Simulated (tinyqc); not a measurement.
Leakage through a gate insulator: direct, Fowler-Nordheim, trap-assisted and Poole-Frenkel currents: one step, computed by the program tinyqc. Command: `OMP_NUM_THREADS=1 python tinyqc.py 3007424 3007425 out.jsonl oxideleak walk`. One thread of a shared host (Intel(R) Xeon(R) Processor @ 2.30GHz), about 0.01 s of CPU time with the checks.

Electrons enter from the cathode Fermi level at x = 0; the conduction band of the insulator lies phi_b - e F x above it, F = V/t. WKB exponents use a parabolic band with mass m.

Problem. One trap at several depths. For a level a distance phi(x) below the band, the WKB exponent is 2 int kappa dx with kappa = sqrt(m phi/(hbar^2/2m_0)); for a linear barrier from phi_1 down to phi_2 = max(phi_1 - e F d, 0) it is G = (4/3) sqrt(m/(hbar^2/2m_0)) (phi_1^(3/2) - phi_2^(3/2))/(e F). A trap at depth x lies phi_t below the band. Capture: tunnel at the cathode Fermi level from 0 to x (G_in from phi_1 = phi_b), rate nu_0 exp(-G_in - E_c/k_B T) with E_c = E_a + max(phi_b - phi_t - e F x, 0), the last term being the height of the trap above the cathode Fermi level. Emission: tunnel from the trap level to the anode (G_out from phi_1 = phi_t over t - x), rate nu_0 exp(-G_out - E_a/k_B T). Re-emission to the cathode follows from detailed balance, rate_back = rate_in exp(dE/k_B T) with dE = phi_b - phi_t - e F x. Each trap passes R = rate_in rate_out/(rate_in + rate_back + rate_out) electrons per second; filling from the anode is left out. Depths: t times 0.08, 0.2, 0.32, 0.44, 0.56, 0.68, 0.8 and 0.92, rounded to 0.01 nm.

Inputs (values chosen for the exercise, with an insulator like HfO2):

| quantity | value | unit |
|---|---|---|
| thickness t | 9 | nm |
| barrier phi_b | 1.47 | eV |
| tunnelling mass m | 0.19 | m_0 |
| voltage across the insulator V | 3 | V |
| trap depth phi_t | 0.84 | eV |
| attempt rate nu_0 | 2e+12 | 1/s |
| activation of capture E_a | 0.35 | eV |
| temperature T | 350 | K |

Constants: k_B = 8.617333262e-05 eV/K; hbar^2/(2 m_0) = 3.80998212 eV angstrom^2.

Give: Rates.

Solution.

Rates:

| x (nm) | G_in | G_out | E_c (eV) | rate in (1/s) | rate back (1/s) | rate out (1/s) | R (1/s) |
|---|---|---|---|---|---|---|---|
| 0.72 | 3.74 | 6.877 | 0.74 | 1.055e+00 | 4.356e+05 | 1.882e+04 | 4.370e-02 |
| 1.80 | 8.67 | 6.877 | 0.38 | 1.157e+03 | 3.127e+03 | 1.882e+04 | 9.422e+02 |
| 2.88 | 12.67 | 6.877 | 0.35 | 5.755e+01 | 1.019e-03 | 1.882e+04 | 5.738e+01 |
| 3.96 | 15.40 | 6.877 | 0.35 | 3.737e+00 | 4.335e-10 | 1.882e+04 | 3.736e+00 |
| 5.04 | 15.92 | 6.877 | 0.35 | 2.224e+00 | 1.690e-15 | 1.882e+04 | 2.224e+00 |
| 6.12 | 15.92 | 6.877 | 0.35 | 2.224e+00 | 1.107e-20 | 1.882e+04 | 2.224e+00 |
| 7.20 | 15.92 | 5.827 | 0.35 | 2.224e+00 | 7.249e-26 | 5.380e+04 | 2.224e+00 |
| 8.28 | 15.92 | 2.725 | 0.35 | 2.224e+00 | 4.748e-31 | 1.196e+06 | 2.224e+00 |

The most effective of these traps sits at 1.8 nm, 20 % of the way; where rate back exceeds rate out, re-emission drains the trap, and elsewhere the slower forward step limits R; here capture limits, and the best depth is where the trap level drops to the cathode Fermi level.
